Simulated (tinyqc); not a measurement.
Spreading the carriers over a thicker layer: defect, radiative and Auger recombination at equal electron and hole densities (ABC model).

J/(e d) = Ae n + B n^2 + C n^3 with Ae = A + 4 S/w (four side walls, carriers spread evenly), e = 1.602176634e-19 C, lengths in cm; internal efficiency IQE = B n^2/(Ae n + B n^2 + C n^3); all injected carriers recombine in the layer.

Values chosen for the exercise (orders of magnitude like those quoted for Si; the results hold for these values, not for the real material): A = 32000 1/s (defect rate); B = 5.7e-15 cm^3/s (radiative coefficient); C = 3.2e-30 cm^6/s (Auger coefficient); S = 0 cm/s (recombination velocity of the side walls); w = 1800 micrometre (side of the square mesa); d = 87000 nm (active thickness); J = 1.6 A/cm^2 (current density).

d is multiplied by the factor listed, at the same J.

Results:

| factor | n (1/cm^3) | defect | radiative | Auger |
|---|---|---|---|---|
| 0.10 | 1.31e+17 | 0.365 | 0.00852 | 0.626 |
| 0.20 | 9.42e+16 | 0.525 | 0.00881 | 0.466 |
| 0.50 | 5.48e+16 | 0.763 | 0.00745 | 0.229 |
| 1.0 | 3.23e+16 | 0.901 | 0.00518 | 0.0940 |
| 2.0 | 1.74e+16 | 0.968 | 0.00299 | 0.0292 |
| 5.0 | 7.13e+15 | 0.994 | 0.00126 | 0.00505 |
| 10 | 3.58e+15 | 0.998 | 0.000637 | 0.00128 |
| 20 | 1.79e+15 | 0.999 | 0.000319 | 0.000321 |

The best factor listed is 0.2 (IQE 0.0088); the optimum factor equals J/J_peak = 0.178, a layer of 1.55e+04 nm, since only J/d matters and the peak value 0.00883 does not depend on d. A thicker layer trades Auger loss (0.626 to 0.000321) for defect loss (0.365 to 0.999).

(tinyqc, `OMP_NUM_THREADS=1 python tinyqc.py 1650036 1650037 out.jsonl`, Intel(R) Xeon(R) Processor @ 2.30GHz, 1 thread, shared host, about 0.01 s.)
